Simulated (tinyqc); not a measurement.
Comparisons within one model: two-band k.p model of the Delta valleys near the X point under shear strain. A value that a table varies takes the place of the one given here.

Valley pair on the [001] axis, kz counted from the X point, c = hbar^2/2m0, k0 = kx0 2 pi/a. H = (c kz^2/ml + c (kx^2 + ky^2)/mt + c k0^2/ml) 1 + (2 c k0 kz/ml) sigma_z + (D exy - 2 c kx ky/Mp) sigma_x, so E = c kz^2/ml + c (kx^2 + ky^2)/mt + c k0^2/ml -/+ sqrt((2 c k0 kz/ml)^2 + (D exy - 2 c kx ky/Mp)^2). Without strain the lower band has its minima, E = 0, at kz = +/- k0. Shifts from diagonal strain are left out.

For |eta| < 1: k_min = k0 sqrt(1 - eta^2), E_min = -Delta eta^2/2, ml(eta) = ml/(1 - eta^2), 1/m[110] = 1/mt + eta/Mp, 1/m[1-10] = 1/mt - eta/Mp. For |eta| > 1 the minimum sits at X: E_min = -Delta (2 |eta| - 1)/2, ml(eta) = ml/(1 - 1/|eta|), and eta is replaced by its sign in the transverse masses. Here Delta = 2 c k0^2/ml and eta = D exy/Delta.

s11 = (C11 + C12)/((C11 - C12)(C11 + 2 C12)), s12 = -C12/((C11 - C12)(C11 + 2 C12)), s44 = 1/C44; exx = s11 sxx + s12 (syy + szz) and cyclic, exy = s44 sxy/2; tension is positive. A uniaxial stress X along the unit vector n is s_ij = X n_i n_j.

Constants: hbar^2/2m0 = 3.80998211 eV angstrom^2; kB = 8.617333262e-05 eV/K.

Parameters, chosen for this exercise (near those of Si; not measured data):
- a = 5.442 angstrom (lattice constant)
- ml = 0.901 m0 (longitudinal mass)
- mt = 0.2 m0 (transverse mass)
- kx0 = 0.151 2 pi/a (distance of the minimum from X)
- D = 14 eV (shear deformation potential)
- Mp = 0.242 m0 (coupling mass)
- C11 = 163.2 GPa
- C12 = 64.8 GPa
- C44 = 79.7 GPa
- Xu = 9.16 eV (uniaxial potential)
- T = 350 K (temperature)
- exy = -0.0053 (shear strain)

## Sweep of the shear strain

Delta = 2 c k0^2/ml, eta = D exy/Delta.

The minimum:
```
exy       eta  k_min/k0  E_min (meV)  ml(eta)  m[110]  m[1-10]  density-of-states mass
0.0000  0.000     1.000          0.0    0.901  0.2000   0.2000                   0.330
0.0018  0.098     0.995         -1.2    0.910  0.1850   0.2176                   0.332
0.0046  0.251     0.968         -8.1    0.961  0.1657   0.2522                   0.342
0.0092  0.501     0.865        -32.3    1.203  0.1414   0.3414                   0.387
0.0138  0.752     0.660        -72.6    2.071  0.1234   0.5279                   0.513
0.0165  0.899     0.439       -103.8    4.682  0.1148   0.7772                   0.747
0.0220  1.198     0.000       -179.5    5.447  0.1095   1.1524                   0.883
0.0294  1.601     0.000       -283.1    2.400  0.1095   1.1524                   0.672
```

How do the results move?

The valleys reach X at eta = 1, that is exy = 0.0184. The shift is quadratic up to eta = 1 (-8.1 meV at eta = 0.25, -32.3 meV at 0.50) and linear beyond, while 1/m[110] rises linearly, taking m[110] from 0.200 to its floor 0.1095, a gain of 83 % in 1/m. ml(eta) diverges at eta = 1; the largest value listed is 5.45. A deformation-potential model with fixed masses misses all of this.

## Tension along [110]: repopulation and mass change

The z valleys move against the x and y valleys by Xu (ezz - exx) and, through the shear, by E_min. Share of the z valleys n = w/(w + 2 exp(dE/kT)), dE the total relative shift, w = sqrt(ml(eta) m[110] m[1-10]/(ml mt^2)). Along [110]: 1/m_c = n/m[110] + (1 - n)(1/ml + 1/mt)/2. Fixed masses means E_min = 0, w = 1, m[110] = mt. Gains are against 3/(1/ml + 2/mt) at a fixed scattering time.

Results:
```
X (GPa)  Xu (ezz - exx) (meV)  E_min (meV)  m[110]  m_c fixed masses  m_c with shear  gain fixed (%)  gain with shear (%)
0.00                      0.0          0.0  0.2000            0.2700          0.2700             0.0                  0.0
0.25                    -11.6         -0.2  0.1932            0.2578          0.2526             4.7                  6.9
0.50                    -23.3         -0.9  0.1868            0.2460          0.2342             9.8                 15.3
1.00                    -46.5         -3.8  0.1753            0.2264          0.2003            19.3                 34.8
1.50                    -69.8         -8.4  0.1650            0.2137          0.1758            26.4                 53.6
2.00                    -93.1        -15.0  0.1560            0.2067          0.1600            30.6                 68.8
3.00                   -139.6        -33.8  0.1405            0.2015          0.1409            34.0                 91.7
```

What does this show, and why?

At 1 GPa repopulation alone gives 19.3 % and the shear terms raise it to 34.8 %. From 2 to 3 GPa the fixed-mass gain grows by 3.4 points, towards its ceiling of 35.0 % when all electrons sit in the z valleys, whereas the gain with shear grows by 22.8 points because m[110] keeps falling.

## What each parameter does

Delta = 2 c k0^2/ml, eta = D exy/Delta. Each row changes one parameter from the base and keeps the others.

Results:
```
case                      eta  E_min (meV)  ml(eta) (m0)  m[110] (m0)  m[1-10] (m0)
base                  -0.2887       -10.71        0.9829       0.2627        0.1615
ml = 0.83793 m0       -0.2684        -9.96        0.9030       0.2570        0.1637
mt = 0.186 m0         -0.2887       -10.71        0.9829       0.2390        0.1522
kx0 = 0.16157 2 pi/a  -0.2521        -9.35        0.9622       0.2526        0.1655
D = 13.02 eV          -0.2684        -9.26        0.9710       0.2570        0.1637
Mp = 0.25894 m0       -0.2887       -10.71        0.9829       0.2574        0.1635
exy = -0.00567        -0.3088       -12.26        0.9960       0.2685        0.1593
```

What can be read from the table?

The largest shifts from the base row, up to three for each result and ties (the steps differ in size, so this ranks the rows, not the parameters). eta: kx0 +0.0365, ml +0.0202, D +0.0202, exy -0.0202; unchanged at the printed digits by mt and Mp. E_min (meV): exy -1.55, D +1.45, kx0 +1.36; unchanged at the printed digits by mt and Mp. ml(eta) (m0): ml -0.0799, kx0 -0.0207, exy +0.0131; unchanged at the printed digits by mt and Mp. m[110] (m0): mt -0.0236, kx0 -0.0100, exy +0.0059. m[1-10] (m0): mt -0.0093, kx0 +0.0040, ml +0.0022, D +0.0022.

(tinyqc, `OMP_NUM_THREADS=1 python tinyqc.py 1050797 1050798 out.jsonl`, Intel(R) Xeon(R) Processor @ 2.30GHz, 1 thread, shared host, about 0.01 s.)
